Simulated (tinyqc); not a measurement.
Localisation in a chain with random site energies (transfer matrices): one step. The same sites added without interference. Five cases, with inputs chosen for the exercise.

Question. One site alone reflects R_j = e_j^2/(e_j^2 + 4t^2 - E^2); incoherent addition sums R/(1 - R), and T = 1/(1 + sum).

Hopping -t; leads with site energy 0, E = -2t cos(ka). psi_(j+1) = ((e_j - E)/t) psi_j - psi_(j-1), a product of matrices M_j = [[(e_j - E)/t, -1], [1, 0]]. For M = M_N ... M_1 the transmission is T = 4 sin^2(ka)/|M21 - M12 + M22 exp(ika) - M11 exp(-ika)|^2. Long samples draw e_j = W (x_j/2147483647 - 1/2) from x_j = 16807 x_(j-1) mod 2147483647, starting at x0. The localisation length xi, in sites, is defined by ln T = -2N/xi on average; weak disorder gives xi = 24 (4t^2 - E^2)/W^2, and the mean free path for backscattering is xi/2.

Give: R_j; sum of R/(1 - R); T without interference.

Case 1.

Values chosen: t = 1.29 eV (hopping); E = -0.84 eV (energy); e = (-0.06, -0.58, -0.12, 0.35, -0.65, 0.62, -0.28, -0.1) eV (site energies of the short sample).

Answer.

R_j: 0.0006  0.0535  0.0024  0.0202  0.0663  0.0607  0.0130  0.0017

sum of R/(1 - R) = 0.2306
T without interference = 0.8126

The coherent product gives 0.6159 for this sample.

Case 2.

Values chosen: t = 1.97 eV (hopping); E = -1.81 eV (energy); e = (0.71, 1.82, -0.66, -1.52, -1.74, 1.16, 1.69, 2.41) eV (site energies of the short sample).

Answer.

R_j: 0.0395  0.2129  0.0343  0.1587  0.1982  0.0990  0.1891  0.3217

sum of R/(1 - R) = 1.6003
T without interference = 0.3846

The coherent product gives 0.1382 for this sample.

Case 3.

Values chosen: t = 0.92 eV (hopping); E = -0.75 eV (energy); e = (0.34, -0.66, 0.71, -0.1, -0.7, 0.84, 0.48, 0.34, -0.39) eV (site energies of the short sample).

Answer.

R_j: 0.0393  0.1337  0.1515  0.0035  0.1479  0.2000  0.0755  0.0393  0.0511

sum of R/(1 - R) = 0.9773
T without interference = 0.5057

The coherent product gives 0.1729 for this sample.

Case 4.

Values chosen: t = 1.51 eV (hopping); E = -1.43 eV (energy); e = (-0.82, -0.9, -0.85, 0.5, 1.06, -0.91, -0.29, -0.49) eV (site energies of the short sample).

Answer.

R_j: 0.0868  0.1027  0.0927  0.0341  0.1370  0.1048  0.0117  0.0328

sum of R/(1 - R) = 0.6686
T without interference = 0.5993

The coherent product gives 0.4802 for this sample.

Case 5.

Values chosen: t = 0.88 eV (hopping); E = -0.45 eV (energy); e = (0.92, -0.06, -0.33, -0.87, -0.34, 0.14, -0.93, -0, -0.8, -0.56) eV (site energies of the short sample).

Answer.

R_j: 0.2262  0.0012  0.0363  0.2073  0.0384  0.0067  0.2300  0.0000  0.1810  0.0977

sum of R/(1 - R) = 1.2675
T without interference = 0.4410

The coherent product gives 0.4808 for this sample.

Computed by tinyqc, one run a case: `OMP_NUM_THREADS=1 python tinyqc.py N N+1 out.jsonl` with N = 1480570, 1481063, 1481251, 1481516, 1481722; one thread of a shared Intel(R) Xeon(R) Processor @ 2.30GHz, about 0.08 s a run at most.
